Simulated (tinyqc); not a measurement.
## Read current of a NAND string, cells in series solved by shooting: effect of the pass voltage

Cells in series, numbered from 0 at the source line (0 V) to the bit line, each followed by a gap resistance Rg. A cell with gate Vg, threshold VT, source Vs and drain Vd passes I = 2 nf K Vt^2 [F(Vs) - F(Vd)]/(1 + th max(Vg - VT, 0)), F(V) = ln^2(1 + exp((Vg - VT - nf V)/(2 nf Vt))). The selected cell has Vg = Vr, the others Vg = Vp.

For a trial current I start at 0 V and, cell by cell, solve for the drain: sqrt(F(Vd)) = sqrt(F(Vs) - I/k), k = 2 nf K Vt^2/(1 + th max(Vg - VT, 0)), Vd = [Vg - VT - 2 nf Vt ln(exp(sqrt F) - 1)]/nf, then add I Rg. The string current is the I for which the last node reaches Vbl. The apparent threshold is the Vr at which I = Is. Background: all other cells erased (VT = Ve) or all in the highest state (VT = Vh); ratio and shift are high over erased and high minus erased. The string has 32 cells and the selected one is cell 16.

Values chosen for this exercise; values of the order met in vertical NAND strings: temperature T = 300 K; gain factor of a cell K = 6.5 uA/V^2; slope factor nf = 2.4; mobility reduction factor th = 0.08 1/V; resistance of the gap between cells Rg = 20 kohm; bit-line voltage Vbl = 0.4 V; threshold of an erased cell Ve = -0.5 V; threshold of the highest state Vh = 4.3 V; threshold of the selected cell Vx = 2.7 V; sensing current Is = 20 nA; read voltage on the selected word line Vr = 3.48 V.

Constants: q = 1.602176634e-19 C, kB = 1.380649e-23 J/K, Vt = kB T/q. Results are converted to the units shown.

Results:
```
Vp (V),"I, others erased (uA)","I, others high (uA)",ratio,"apparent VT, erased (V)","apparent VT, high (V)",background shift (mV)
5.4,0.1602,0.04139,0.2583,2.809,2.905,96.23
6.4,0.1697,0.08710,0.5134,2.806,2.847,40.68
6.9,0.1737,0.1030,0.5931,2.805,2.835,30.39
7.4,0.1773,0.1160,0.6545,2.804,2.827,23.77
7.9,0.1806,0.1269,0.7028,2.803,2.822,19.19
8.4,0.1836,0.1361,0.7415,2.802,2.818,15.87
```

Estimate the missing row, Vp = 5.9 V.

Computed row:
```
Vp (V),"I, others erased (uA)","I, others high (uA)",ratio,"apparent VT, erased (V)","apparent VT, high (V)",background shift (mV)
5.9,0.1652,0.06721,0.4068,2.807,2.866,58.45
```

With this row back in the table: As Vp goes from 5.4 to 8.4 V, the current with erased neighbours rises from 0.160 to 0.184 uA, that with high neighbours rises from 0.0414 to 0.136 uA and the ratio rises from 0.258 to 0.741. The background shift falls from 96.2 to 15.9 mV. A higher pass voltage also disturbs erased cells more, which this model leaves out.

tinyqc, about 0.4 s, one thread, Intel Xeon 2.30GHz (shared host): `OMP_NUM_THREADS=1 python tinyqc.py 2142263 2142264 out.jsonl`
